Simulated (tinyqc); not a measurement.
Capacitance of parallel on-chip lines from Laplace's equation on a mesh: two steps of the calculation.

Cross-section of an endless row of equal lines between two grounded planes; neighbours are driven in antiphase (+1 V and -1 V), so the plane midway between two lines is at 0 V. By symmetry one quarter is solved: x runs from the centre of a line (column 0, mirror) to that midplane (column 4, 0 V), y from the mid-height of the line (row 0, mirror) to the ground plane (row 4, 0 V). The line fills columns 0 to 1 and rows 0 to 2 at 1 V. Cells beside the line (below row 2) have e2, cells above have e1. Each link between nodes has the conductance g = mean permittivity of the two cells beside it (a cell beyond a mirror counts as 0), and the free nodes obey sum g (V_neighbour - V) = 0.

Inputs (values chosen for the exercise): relative permittivity above and below the lines e1 = 3.9; relative permittivity between the lines e2 = 1; over-relaxation factor om = 1.

Constants: eps0 = 8.8541878128e-12 F/m. Results are converted to the units shown.

Problem 1. Relaxation sweep. One sweep visits the free nodes row by row from row 0, left to right, and replaces V by V + om (weighted mean of the neighbours - V), using new values at once.

V after sweep 1 (V):
```
           col 0      col 1      col 2      col 3      col 4
row 0  1.0000000  1.0000000  0.2500000  0.0625000  0.0000000
row 1  1.0000000  1.0000000  0.3125000  0.0937500  0.0000000
row 2  1.0000000  1.0000000  0.2818878  0.0800383  0.0000000
row 3  0.2500000  0.3125000  0.1485969  0.0571588  0.0000000
row 4  0.0000000  0.0000000  0.0000000  0.0000000  0.0000000
```

gx:
```
       col 0  col 1  col 2  col 3
row 0    0.5    0.5    0.5    0.5
row 1      1      1      1      1
row 2   2.45   2.45   2.45   2.45
row 3    3.9    3.9    3.9    3.9
row 4   1.95   1.95   1.95   1.95
```

gy:
```
       col 0  col 1  col 2  col 3  col 4
row 0    0.5      1      1      1    0.5
row 1    0.5      1      1      1    0.5
row 2   1.95    3.9    3.9    3.9   1.95
row 3   1.95    3.9    3.9    3.9   1.95
```

Find: V after sweep 2.

Solution 1.

V after sweep 2 (V):
```
        col 0   col 1   col 2   col 3   col 4
row 0  1.0000  1.0000  0.4219  0.1523  0.0000
row 1  1.0000  1.0000  0.4494  0.1704  0.0000
row 2  1.0000  1.0000  0.3750  0.1339  0.0000
row 3  0.4062  0.3887  0.2052  0.0848  0.0000
row 4  0.0000  0.0000  0.0000  0.0000  0.0000
```

Problem 2. Capacitance per length. C = 4 eps0 sum g (difference of V)^2 over all links (twice the energy of the four quarters, line at 1 V). Plate estimate without fringing: eps0 [2 e1 w/hd + 2 e2 t/(s/2)], w = 2 hx, t = 4 hx, s/2 = 3 hx, hd = 2 hx.

converged V (V):
```
           col 0      col 1      col 2      col 3      col 4
row 0  1.0000000  1.0000000  0.6119959  0.2841209  0.0000000
row 1  1.0000000  1.0000000  0.5819314  0.2622440  0.0000000
row 2  1.0000000  1.0000000  0.4534858  0.1829236  0.0000000
row 3  0.4638852  0.4277704  0.2471966  0.1075300  0.0000000
row 4  0.0000000  0.0000000  0.0000000  0.0000000  0.0000000
```

gx:
```
       col 0  col 1  col 2  col 3
row 0    0.5    0.5    0.5    0.5
row 1      1      1      1      1
row 2   2.45   2.45   2.45   2.45
row 3    3.9    3.9    3.9    3.9
row 4   1.95   1.95   1.95   1.95
```

gy:
```
       col 0  col 1  col 2  col 3  col 4
row 0    0.5      1      1      1    0.5
row 1    0.5      1      1      1    0.5
row 2   1.95    3.9    3.9    3.9   1.95
row 3   1.95    3.9    3.9    3.9   1.95
```

Give: C; plate estimate.

Solution 2.

C = 185.16 aF/um
plate estimate = 92.674 aF/um

Program tinyqc, `OMP_NUM_THREADS=1 python tinyqc.py 2790220 2790221 out.jsonl`; Intel Xeon 2.30GHz, shared host, one thread, about 1 s.
